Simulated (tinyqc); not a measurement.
# Van der Pauw, Hall and four-point-probe measurements on a doped layer: correction factor against the shape of the sample

A uniform n-type layer with sheet resistance Rs = 1/(q ns mu), point contacts, low field (mu B small).

Rs = 1/(q ns mu). For a rectangle with contacts at the corners, RA = (8 Rs/pi) sum_(k>=0) ln coth((2k + 1) pi a/(2 b)) with current along a short side b and voltage along the opposite one, RB the same with a and b exchanged. ar = a/b. F = Rs/[(pi/ln 2)(RA + RB)/2]; small-asymmetry estimate 1 - (ln 2/2) d^2 - ((ln 2)^2/4 - (ln 2)^3/12) d^4 with d = (RB - RA)/(RB + RA).

Parameters, values chosen for the exercise:
- ns = 2.5e13 cm^-2 (sheet density of the layer)
- mu = 290 cm^2/(V s) (drift mobility)

Constants: q = 1.602176634e-19 C. Results are converted to the units shown.

Result of one run:

| ar | RA (ohm) | RB (ohm) | RB/RA | F | estimate of F |
|---|---|---|---|---|---|
| 1 | 189.9 | 189.9 | 1.000 | 1.000 | 1.000 |

What becomes of these results when the side ratio a/b of a rectangular sample with corner contacts ar is changed from 1 to 1.69, all else the same?

Result of the changed run:

| ar | RA (ohm) | RB (ohm) | RB/RA | F | estimate of F |
|---|---|---|---|---|---|
| 1.69 | 21.68 | 705.9 | 32.55 | 0.5221 | 0.6213 |

The whole series:

| ar | RA (ohm) | RB (ohm) | RB/RA | F | estimate of F |
|---|---|---|---|---|---|
| 1 | 189.9 | 189.9 | 1.000 | 1.000 | 1.000 |
| 1.34 | 65.13 | 425.7 | 6.536 | 0.7740 | 0.7861 |
| 1.69 | 21.68 | 705.9 | 32.55 | 0.5221 | 0.6213 |
| 2.03 | 7.451 | 991.6 | 133.1 | 0.3803 | 0.5767 |
| 2.37 | 2.561 | 1282 | 500.6 | 0.2958 | 0.5653 |
| 2.71 | 0.8800 | 1574 | 1788 | 0.2413 | 0.5623 |
| 3.06 | 0.2930 | 1875 | 6397 | 0.2026 | 0.5614 |
| 3.4 | 0.1007 | 2167 | 2.152e4 | 0.1753 | 0.5612 |

RB/RA rises from 1.00 to 21500 and F falls from 1.00 to 0.175. The estimate is 19 % above F at a/b = 1.69 and 3.20 times it in the last row. RA shrinks about as exp(-pi a/b): by a factor of 2.91 between the last two rows, against 2.91.

tinyqc, about 0.02 s, one thread, Intel Xeon 2.30GHz (shared host): `OMP_NUM_THREADS=1 python tinyqc.py 2850175 2850176 out.jsonl`
